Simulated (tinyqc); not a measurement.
Inside a calculation: thin (001) film in sp3s* tight binding with raised dangling bonds. Values are carried at full precision from step to step, so a last printed digit may differ when a step is redone from the rounded ones.

sp3s* tight binding, nearest neighbours only: anion (a) at 0, cation (c) at a/4 (1,1,1), orbitals s, px, py, pz, s* on each; k in units of 2 pi/a. With phases e_j = exp(i (pi/2) k.n_j) for n = (1,1,1), (1,-1,-1), (-1,1,-1), (-1,-1,1): g0 = (e1+e2+e3+e4)/4, g1 = (e1+e2-e3-e4)/4, g2 = (e1-e2+e3-e4)/4, g3 = (e1-e2-e3+e4)/4. The diagonal holds the levels Esa, Epa, Exa (s*) and Esc, Epc, Exc. Anion-cation block: <sa|sc> = Vss g0; <sa|xc> = Vsapc g1; <xa|sc> = -Vscpa g1; <xa|xc> = Vxx g0; <xa|yc> = <ya|xc> = Vxy g3, <xa|zc> = <za|xc> = Vxy g2, <ya|zc> = <za|yc> = Vxy g1; <s*a|xc> = Vxapc g1; <xa|s*c> = -Vpaxc g1; y and z take g2 and g3 in place of g1; s-s* and s*-s* vanish.

Parameters, chosen for this exercise (out of a larger set: near a published set for Si, fitted to gaps, whose masses and valley positions are rough; not measured data): p = (-4.204, 1.716, -4.204, 1.716, 6.658, 6.658, -8.299, 1.715, 4.57, 5.746, 5.746, 5.368, 5.368) eV (order Esa, Epa, Esc, Epc, Exa, Exc, Vss, Vxx, Vxy, Vsapc, Vscpa, Vxapc, Vpaxc); N = 4 (atomic planes in the small film); dl = 5 eV (shift of the dangling hybrids).

## Bulk edges along [001]

Gap at Gamma and minimum on (0,0,kz), kz from 0.5 to 1, from the bulk Ev. States at zero in-plane momentum come from this line alone.

edges (eV): Gamma 3.4300, Delta 1.1740

kz of the minimum = 0.7304 2 pi/a

## The two blocks of the small film

Planes alternate anion (a), cation (c) along [001], a/4 apart, starting with an anion; zero in-plane momentum; levels counted from the bulk Ev, the lower root of [[Epa, Vxx], [Vxx, Epc]]; no spin-orbit coupling. Block of s, pz, s*: from an anion to the cation above, Vss/2 (s,s), Vsapc/2 (s,z), -Vscpa/2 (z,s), Vxx/2 (z,z), Vxapc/2 (s*,z), -Vpaxc/2 (z,s*); to the cation below the same with the s-z and s*-z signs reversed. Block of u = (px + py)/sqrt2 and v = (px - py)/sqrt2: to the cation above (Vxx + Vxy)/2 for u and (Vxx - Vxy)/2 for v, to the cation below the reverse. Each surface atom has two dangling sp3 hybrids; raising both by dl adds (dl/2) [[1, t], [t, 1]] to its s, pz levels (t = -1 at the bottom face, +1 at the top) and dl to the one of u, v in whose plane the missing bonds lie (v for a bottom anion or a top cation, u for a top anion).

Fill them in.

s, pz, s* block (eV), lower triangle:
```
        sa1     za1    *a1     sc2     zc2    *c2     sa3     za3    *a3     sc4    zc4    *c4
sa1  -1.705
za1  -2.500   4.215
*a1       0       0  6.657
sc2  -4.149  -2.873      0  -4.205
zc2   2.873   0.858  2.684       0   1.715
*c2       0  -2.684      0       0       0  6.657
sa3       0       0      0  -4.149  -2.873      0  -4.205
za3       0       0      0   2.873   0.858  2.684       0   1.715
*a3       0       0      0       0  -2.684      0       0       0  6.657
sc4       0       0      0       0       0      0  -4.149  -2.873      0  -1.705
zc4       0       0      0       0       0      0   2.873   0.858  2.684   2.500  4.215
*c4       0       0      0       0       0      0       0  -2.684      0       0      0  6.657
```

u, v block (eV), lower triangle:
```
       ua1     va1     uc2    vc2    ua3     va3    uc4    vc4
ua1  1.715
va1      0   6.715
uc2  3.143       0   1.715
vc2      0  -1.427       0  1.715
ua3      0       0  -1.427      0  1.715
va3      0       0       0  3.143      0   1.715
uc4      0       0       0      0  3.143       0  1.715
vc4      0       0       0      0      0  -1.427      0  6.715
```

## Levels of the small film

Diagonalise both blocks.

levels of the s, pz, s* block (eV): -11.371  -8.327  -4.002  1.816  2.261  3.195  4.063  4.066  7.441  7.581  9.932  10.013

levels of the u, v block (eV): -2.221  -1.671  -0.794  4.083  4.224  5.651  6.958  7.489

No level lies between 0 and the bulk edge 1.174 eV; confinement has widened the gap at zero in-plane momentum to 2.610 eV.

## Checks

- Lowest conduction level of 201 planes, with the dangling hybrids shifted far away, against the bulk edge: 1.175 against 1.174.

Run: tinyqc, `OMP_NUM_THREADS=1 python tinyqc.py 1451365 1451366 out.jsonl`; Intel(R) Xeon(R) Processor @ 2.30GHz, one thread, shared host; about 0.3 s of CPU time with all checks.
